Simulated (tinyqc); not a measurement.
Worked calculation: one anharmonic mode: perturbation theory, self-consistent phonons and exact levels. Computed by tinyqc, a small Python program that keeps every step. Command: `OMP_NUM_THREADS=1 python tinyqc.py 3016969 3016970 out.jsonl scp walk`. One thread of a shared host (Intel(R) Xeon(R) Processor @ 2.30GHz), about 0.04 s of CPU time with the checks. Intermediate numbers are printed to about 6 digits and carried at full precision; extremes and crossings named in words are read from the listed rows.

V(x) = k x^2/2 + b x^4 for one coordinate x of mass M. A constant K > 0 gives hbar Omega = sqrt((hbar^2/u) K/M) with K in eV/angstrom^2 and M in u.

Inputs (values chosen for the exercise, for a model mode):

| quantity | value | unit |
|---|---|---|
| mode mass M | 96.7 | u |
| harmonic constant k | -8.18 | eV/angstrom^2 |
| quartic constant b | 1840 | eV/angstrom^4 |
| temperature T | 200 | K |
| mixing | 0.15 | - |
| basis size N of the small matrix | 4 | - |

Shape: double well.

Constants: hbar^2/u = 4.18015928e-03 eV angstrom^2; k_B = 8.617333262e-05 eV/K.

## Shape of the double well

Minima at x_0 = sqrt(-k/(4 b)), depth k^2/(16 b), curvature -2k there.

x_0 = 0.0333379 angstrom

well depth = 2.27284 meV

harmonic quantum in a well = 26.5935 meV

depth / zero-point energy of a well = 0.170932

The zero-point energy exceeds the depth, so the ground state spreads over the barrier.

## Self-consistent cycle

Self-consistent phonon, centred at x = 0: K = k + 12 b <x^2>, <x^2> = (hbar Omega/(2K)) coth(hbar Omega/(2 k_B T)). Start at K = |k|; K(new) = K + mixing x (K_out - K), but at least K/20; stop when |K_out - K| < 1e-9 |k| or after 90 steps.

Iterations:

| step | K (eV/angstrom^2) | hbar Omega (meV) | K_out | K_out - K |
|---|---|---|---|---|
| 0 | 8.1800 | 18.8044 | 42.8670 | 3.46870e+01 |
| 1 | 13.3831 | 24.0525 | 24.7265 | 1.13434e+01 |
| 2 | 15.0846 | 25.5358 | 21.5018 | 6.41724e+00 |
| 3 | 16.0472 | 26.3380 | 19.9789 | 3.93170e+00 |
| 4 | 16.6369 | 26.8176 | 19.1323 | 2.49540e+00 |
| 5 | 17.0112 | 27.1176 | 18.6253 | 1.61405e+00 |
| 6 | 17.2533 | 27.3099 | 18.3089 | 1.05562e+00 |
| 7 | 17.4117 | 27.4349 | 18.1068 | 6.95119e-01 |
| 8 | 17.5159 | 27.5169 | 17.9757 | 4.59712e-01 |
| ... | ... | ... | ... | ... |
| 44 | 17.7215 | 27.6780 | 17.7215 | 2.08110e-07 |
| 45 | 17.7215 | 27.6780 | 17.7215 | 1.38758e-07 |
| 46 | 17.7215 | 27.6780 | 17.7215 | 9.25172e-08 |
| 47 | 17.7215 | 27.6780 | 17.7215 | 6.16861e-08 |
| 48 | 17.7215 | 27.6780 | 17.7215 | 4.11293e-08 |
| 49 | 17.7215 | 27.6780 | 17.7215 | 2.74231e-08 |
| 50 | 17.7215 | 27.6780 | 17.7215 | 1.82844e-08 |
| 51 | 17.7215 | 27.6780 | 17.7215 | 1.21912e-08 |
| 52 | 17.7215 | 27.6780 | 17.7215 | 8.12848e-09 |

converged (1 yes, 0 no) = 1

self-consistent K = 17.7215 eV/angstrom^2

Converged at step 52.

## Self-consistent results

Its free energy is F = k_B T ln[2 sinh(hbar Omega/(2 k_B T))] + (k - K)<x^2>/2 + 3 b <x^2>^2, an upper bound to the exact one.

self-consistent quantum = 27.6780 meV

self-consistent <x^2> = 0.00117308 angstrom^2

self-consistent free energy = 2.38197 meV

## Hamiltonian in a small basis

Basis: oscillator states n of the constant |k|, with x = s (a + a+), s^2 = hbar Omega/(2|k|); H = hbar Omega (n + 1/2) + (k - |k|) x^2/2 + b x^4, with exact matrix elements of x^2 and x^4.

H (meV), lower triangle (symmetric):
```
       1       2       3        4
1  7.293
2  0.000  36.464
3  7.330   0.000  94.806
4  0.000  36.515   0.000  182.319
```

## Levels in the small basis

Diagonalise H.

levels (meV): 6.683  27.833  95.416  190.950

## Exact levels and averages

Exact values use 120 basis states: F = -k_B T ln sum exp(-E_n/(k_B T)), and <x^2> is the Boltzmann mean.

lowest exact levels (meV): 6.348  27.169  58.889  95.798  137.063  181.934

E_1 - E_0 = 20.8213 meV

exact free energy = 1.14615 meV

exact <x^2> = 0.00139554 angstrom^2

The self-consistent free energy lies 1.236 meV above the exact one, and its <x^2> is -15.9 % off. The small basis misses E_0 by 0.335 meV.

## Three descriptions against temperature

The classical <x^2> is int x^2 exp(-V/(k_B T)) dx / int exp(-V/(k_B T)) dx (2001 points over six exact widths each way).

Results:

| T (K) | hbar Omega, self-consistent (meV) | <x^2>, self-consistent | <x^2>, exact | F, self-consistent (meV) | F, exact (meV) | <x^2>, classical |
|---|---|---|---|---|---|---|
| 11 | 23.1691 | 9.32882e-04 | 0.00101892 | 6.78068 | 6.34780 | 9.64115e-04 |
| 26 | 23.1698 | 9.32915e-04 | 0.00101904 | 6.78061 | 6.34759 | 9.25112e-04 |
| 55 | 23.3226 | 9.40359e-04 | 0.00103515 | 6.74542 | 6.28949 | 0.00100011 |
| 98 | 24.3612 | 9.92244e-04 | 0.00112638 | 6.26036 | 5.64349 | 0.00113539 |
| 170 | 26.7343 | 0.00111928 | 0.00131999 | 3.87611 | 2.82947 | 0.00133468 |
| 310 | 30.6952 | 0.00135760 | 0.00163949 | -5.00880 | -6.91418 | 0.00164594 |
| 520 | 35.0425 | 0.00165702 | 0.00201093 | -25.0378 | -28.1127 | 0.00201206 |
| 870 | 40.1439 | 0.00205886 | 0.00249243 | -69.3342 | -74.1969 | 0.00249129 |

The self-consistent quantum hardens from 23.17 to 40.14 meV, since a wider spread samples the steep quartic walls, and it is real at all T although k is negative. Its <x^2> misses by -8.4 % at the lowest T and -17.4 % at the highest; the excess in F runs from 0.433 to 4.863 meV. The classical value is 0.95 of the exact one at the lowest T and 1.000 at the highest.

Checks made by the program: dF/dK = 0 at the solution (relative difference below 1e-10).
